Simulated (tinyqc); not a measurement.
From mean free path lambda back to phonon mobility at 1 MV/cm and 300 K, mu_ph: inversion-layer mobility, back-scattering and ballistic limit of a field-effect transistor. Computed by tinyqc, a small Python program. Command: `OMP_NUM_THREADS=1 python tinyqc.py 3009571 3009572 out.jsonl mos inv`. One thread of a shared host (Intel(R) Xeon(R) Processor @ 2.30GHz), about 0.04 s of CPU time with the checks.

The charge at the top of the source barrier is fixed by the gate; series resistance and short-channel effects are left out. F_j are Fermi integrals normalised to exp(eta) in the classical limit.

Inputs (values chosen for the exercise, modelled on a strained silicon n-channel):
```
quantity                                       value        unit
transport mass m                                0.18         m_0
valley degeneracy g_v                              2           -
weight w of the inversion charge                 0.5           -
permittivity eps                                11.7           -
roughness mobility at 1 MV/cm, mu_sr            2300  cm^2/(V s)
Coulomb mobility at N_inv = 1e12/cm^2, mu_C      970  cm^2/(V s)
electrical oxide thickness t_inv                 1.1          nm
depletion charge N_dep                       3.6e+11      1/cm^2
gate overdrive V_G - V_T                        0.71           V
drain voltage V_D                               0.05           V
channel length L                                  28          nm
exponent a of the critical length               0.82           -
temperature T                                    300           K
```

Statistics at the top of the barrier: Fermi-Dirac.

Constants: eps_0 = 8.8541878128e-12 F/m; e = 1.602176634e-19 C; m_0 = 9.1093837015e-31 kg; k_B = 1.380649e-23 J/K; hbar = 1.054571817e-34 J s; k_B = 8.617333262e-05 eV/K.

Method:
- N_inv = 3.9 eps_0 (V_G - V_T)/(e t_inv); effective field E_eff = e (N_dep + w N_inv)/(eps eps_0).
- mu_phonon = mu_ph (E_eff/1 MV/cm)^(-0.3) (T/300 K)^(-1.75); mu_rough = mu_sr (E_eff/1 MV/cm)^(-2); mu_Coulomb = mu_C (N_inv/1e12 cm^-2) (T/300 K); Matthiessen's rule adds 1/mu.
- F_j(eta) = (1/Gamma(j + 1)) int_0^infinity x^j/(1 + exp(x - eta)) dx, F_0 = ln(1 + exp(eta)). Integrals over x = E/(k_B T) use 160 Gauss-Legendre points in u = sqrt(x) from 0 to sqrt(max(eta, 0) + 32).
- Ballistic channel: N_2D = g_v m k_B T/(pi hbar^2), U = e V_D/(k_B T); eta_F solves N_inv = (N_2D/2)[F_0(eta_F) + F_0(eta_F - U)]; v_T = sqrt(2 k_B T/(pi m)); I/W = e (N_2D/2) v_T [F_1/2(eta_F) - F_1/2(eta_F - U)]; injection velocity v_T F_1/2(eta_F)/F_0(eta_F).
- Mean free path lambda = (2 k_B T/e)(mu/v_T) F_0(eta_0)/F_-1/2(eta_0), with eta_0 from N_inv = N_2D F_0(eta_0); critical length l = L (1 + U)^(-a), an empirical rule; back-scattering r = l/(l + lambda). Then eta solves N_inv = (N_2D/2)[(1 + r) F_0(eta) + (1 - r) F_0(eta - U)] and I/W = e (N_2D/2) v_T (1 - r)[F_1/2(eta) - F_1/2(eta - U)].
- Ballistic ratio: I over the ballistic current. Apparent mobility 1/(1/mu + 1/mu_B), mu_B = mu L/lambda.

Task: A run gave the result below. Find the phonon mobility at 1 MV/cm and 300 K, mu_ph, known to lie between 450 and 750 cm^2/(V s).

mean free path lambda = 26.76706 nm

Result:

Each step takes the trial c = (a f_b - b f_a)/(f_b - f_a), f being the result less the target and a, b, c the logarithms of the listed values; c replaces end b, the old b replaces a if the sign of f changed, and otherwise f_a is halved.

Scan of the range:
```
phonon mobility at 1 MV/cm and 300 K, mu_ph (cm^2/(V s))  mean free path lambda (nm)
450                                                                          24.3198
490                                                                          25.9855
534                                                                          27.7471
581                                                                          29.5520
633                                                                          31.4621
689                                                                          33.4239
750                                                                          35.4566
```

False position (Illinois rule, in the logarithm of the input) inside the bracket:
```
step    end a    end b    trial  mean free path lambda (nm)
1     490.000  534.000  509.055                     26.7572
2     534.000  509.055  509.297                     26.7669
3     534.000  509.297  509.303                     26.7672
4     509.297  509.303  509.300                     26.7671
```

Mean free path lambda rises at every point of a 13-point scan of the range (every second point is shown), so one value fits; it is bracketed by 490 and 534. Answer: phonon mobility at 1 MV/cm and 300 K, mu_ph = 509.3 cm^2/(V s).
